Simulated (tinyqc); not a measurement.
# Nanowire ballistic transistor, top-of-the-barrier model: several studies

At the top of the source barrier, states moving towards the drain are filled by the source (Fermi level 0) and states moving back by the drain (Fermi level -q Vd); nothing scatters. U is the shift of the band edge there, set by the capacitances CG, CD and CS (the total) and by the charge. Parabolic one-dimensional subband; the source is grounded.

Inputs (values chosen for the exercise); mass and valleys close to those of indium arsenide: temperature T = 150 K; effective mass m = 0.0296 m0; valley degeneracy gv = 1; relative permittivity of the gate insulator eox = 22; insulator thickness tox = 3 nm; wire diameter d = 6 nm; gate control CG/CS aG = 0.88; drain control CD/CS aD = 0.054; band edge at the barrier top above the source Fermi level at zero bias E0 = 0.26 eV.

Constants: q = 1.602176634e-19 C, kB = 1.380649e-23 J/K, hbar = 1.054571817e-34 J s, h = 6.62607015e-34 J s, m0 = 9.1093837015e-31 kg, Vt = kB T/q, eps0 = 8.8541878128e-14 F/cm where lengths are in cm. Results are converted to the units shown.

Each table varies one quantity; the others keep the values above.

## Effect of the band edge at the barrier top above the source Fermi level at zero bias

N0 = gv sqrt(2 m kB T/pi)/hbar, CG = 2 pi eps0 eox/ln(1 + 2 tox/d), CS = CG/aG, n0 = n at U = 0 and Vd = 0. eta1 = -(E0 + U)/Vt, eta2 = eta1 - Vd/Vt, n = (N0/2)[F_(-1/2)(eta1) + F_(-1/2)(eta2)], F_(-1/2)(x) = (1/sqrt(pi)) int_0^infinity u^(-1/2)/(1 + exp(u - x)) du. U = UL + q (n - n0)/CS with UL = -(aG Vg + aD Vd), energies in eV. I = gv (2 q^2/h) Vt [ln(1 + exp eta1) - ln(1 + exp eta2)]. CQ = (q/Vt) dn/d(eta1).

In this table Vg = 0.5 V, Vd = 0.5 V.

Result of one run:
```
E0 (eV)	eta1	n (cm^-1)	I (uA)	mean velocity I/(q n) (cm/s)	CQ/CS
0.15	23.57	1.547e6	23.60	9.521e7	0.02034
```

What becomes of these results when the band edge at the barrier top above the source Fermi level at zero bias E0 is changed from 0.15 to 0.1 eV, all else the same?

Result of the changed run:
```
E0 (eV)	eta1	n (cm^-1)	I (uA)	mean velocity I/(q n) (cm/s)	CQ/CS
0.1	27.36	1.668e6	27.40	1.026e8	0.01887
```

The whole series:
```
E0 (eV)	eta1	n (cm^-1)	I (uA)	mean velocity I/(q n) (cm/s)	CQ/CS
0.1	27.36	1.668e6	27.40	1.026e8	0.01887
0.15	23.57	1.547e6	23.60	9.521e7	0.02034
0.2	19.78	1.417e6	19.81	8.725e7	0.02222
0.25	16.00	1.274e6	16.03	7.852e7	0.02475
0.3	12.23	1.112e6	12.25	6.873e7	0.02842
0.35	8.481	9.232e5	8.494	5.743e7	0.03453
0.4	4.763	6.808e5	4.779	4.381e7	0.04836
0.45	1.126	3.062e5	1.409	2.872e7	0.07793
```

As E0 goes from 0.1 to 0.45 eV, n falls from 1.67e6 to 3.06e5 cm^-1, the mean velocity falls from 1.03e8 to 2.87e7 cm/s and the current falls from 27.4 to 1.41 uA. CQ/CS goes from 0.019 to 0.078. For E0 = 0.1 to 0.15 eV the source Fermi level lies over 0.3 eV above the band edge, where a light band is no longer parabolic.

## Output curve

Same model as above.

CQ = (q/Vt) dn/d(eta1).

In this table Vg = 0.5 V.

Output curve:
```
Vd (V)	eta1	n (cm^-1)	I (uA)	mean velocity I/(q n) (cm/s)	CQ/CS
0.01	12.594	2.2224e6	0.77481	2.1761e6	0.056928
0.025	12.686	2.1752e6	1.9370	5.5580e6	0.058295
0.05	12.843	2.0906e6	3.8739	1.1566e7	0.061198
0.1	13.178	1.8869e6	7.7438	2.5615e7	0.071955
0.15	13.574	1.5829e6	11.491	4.5311e7	0.10023
0.2	13.991	1.2461e6	13.807	6.9158e7	0.056258
0.3	14.432	1.2094e6	14.453	7.4593e7	0.026124
0.4	14.839	1.2264e6	14.861	7.5633e7	0.025727
0.6	15.654	1.2599e6	15.677	7.7667e7	0.025033
0.8	16.469	1.2925e6	16.494	7.9650e7	0.024393
```

What does the comparison show?

The current rises from 0.775 to 16.5 uA; n goes from 2.22e6 through a minimum of 1.21e6 (at Vd = 0.3 V among the rows listed) to 1.29e6 cm^-1 and eta1 rises from 12.6 to 16.5. The resistance in the first row is 12.9 kohm, against h/(2 q^2 gv) = 12.9 kohm for one open subband, though nothing scatters in the channel. The current passes 90 % of its last value at Vd = 0.4 V among the rows, where eta2 = -16; returning states are gone from Vd = 0.3 V on (eta2 < -7), and from there the drain control aD lifts eta1 from 14.4 to 16.5.

## Effect of the insulator thickness

Same model as above.

CQ = (q/Vt) dn/d(eta1). E0 is held fixed.

In this table Vg = 0.5 V, Vd = 0.5 V.

Results:
```
tox (nm)	eta1	n (cm^-1)	I (uA)	mean velocity I/(q n) (cm/s)	CQ/CS
0.5	15.84	1.267e6	15.86	7.812e7	0.005534
1.1	15.66	1.260e6	15.69	7.769e7	0.01128
1.6	15.54	1.255e6	15.56	7.738e7	0.01550
2.4	15.36	1.248e6	15.38	7.694e7	0.02143
3.6	15.14	1.239e6	15.17	7.640e7	0.02896
5.4	14.89	1.228e6	14.91	7.575e7	0.03815
8	14.61	1.217e6	14.63	7.504e7	0.04862
```

Estimate the missing row, tox = 0.74 nm.

Computed row:
```
tox (nm)	eta1	n (cm^-1)	I (uA)	mean velocity I/(q n) (cm/s)	CQ/CS
0.74	15.77	1.264e6	15.79	7.794e7	0.007933
```

With this row back in the table: As tox goes from 0.5 to 8 nm, n falls from 1.27e6 to 1.22e6 cm^-1, the mean velocity falls from 7.81e7 to 7.50e7 cm/s and the current falls from 15.9 to 14.6 uA. CQ/CS goes from 0.0055 to 0.049. Over the range the current goes as tox^(-0.03) on average. For tox = 0.5 to 0.74 nm the insulator is under 1 nm thick, where gate tunnelling would matter.

Program tinyqc, `OMP_NUM_THREADS=1 python tinyqc.py 2400098 2400099 out.jsonl`; Intel Xeon 2.30GHz, shared host, one thread, about 0.04 s.
